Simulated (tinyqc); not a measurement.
Thermionic emission over a Gaussian spread of barriers: effect of the spread.

Metal on an n-type semiconductor with one parabolic valley; V > 0 is forward bias (metal positive). Patches of barrier height b are spread as a Gaussian with mean phi - r2 V and variance sg^2 + r3 V; each carries A* T^2 exp(-b/Vt) [exp(V/Vt) - 1].

A* = 4 pi q me m0 kB^2/h^3 (times 1e-4 for A/(cm^2 K^2)). At zero bias the mean of exp(-b/Vt) gives phi_ap(0) = phi - sg^2/(2 Vt), J0 = A* T^2 exp(-phi_ap(0)/Vt), and the current is centred on b = phi - sg^2/Vt.

Parameters, values chosen for the exercise; band and dielectric values close to those of 4H silicon carbide: temperature T = 300 K; electron mass me = 0.37 m0; barrier height seen from the metal phi = 0.95 eV.

Constants: q = 1.602176634e-19 C, kB = 1.380649e-23 J/K, h = 6.62607015e-34 J s, m0 = 9.1093837015e-31 kg, Vt = kB T/q. Results are converted to the units shown.

Result of one run:
```
phi_ap(0) (eV)  J0 (A/cm^2)  barrier that carries most current (eV)
0.6897             1.035e-5                                  0.4295
```

Which standard deviation of the barrier heights sg gave this result: 0.02, 0.036, 0.084, 0.1 or 0.116 eV?

sg = 0.116 eV.

The whole series:
```
sg (eV)  phi_ap(0) (eV)  J0 (A/cm^2)  barrier that carries most current (eV)
0.02             0.9423    5.928e-10                                  0.9345
0.036            0.9249     1.159e-9                                  0.8999
0.052            0.8977     3.323e-9                                  0.8454
0.068            0.8606     1.397e-8                                  0.7711
0.084            0.8135     8.621e-8                                  0.6771
0.1              0.7566     7.800e-7                                  0.5632
0.116            0.6897     1.035e-5                                  0.4295
```

The apparent barrier falls from 0.942 to 0.690 eV, by sg^2/(2 Vt), and J0 grows by a factor of 17500 over the table. The lowering equals Vt at sg = sqrt(2) Vt = 0.0366 eV. In 3 of the 7 rows sg exceeds 3 Vt, so the current comes from more than three deviations below the mean, a tiny share of the area that a Gaussian of independent patches describes poorly.

Range of the model: One isotropic valley is assumed; bands with several valleys have a larger Richardson constant and Nc.

Computed by the program tinyqc: `OMP_NUM_THREADS=1 python tinyqc.py 2640083 2640084 out.jsonl`, one thread of a shared Intel Xeon 2.30GHz, about 0.01 s for the whole run.
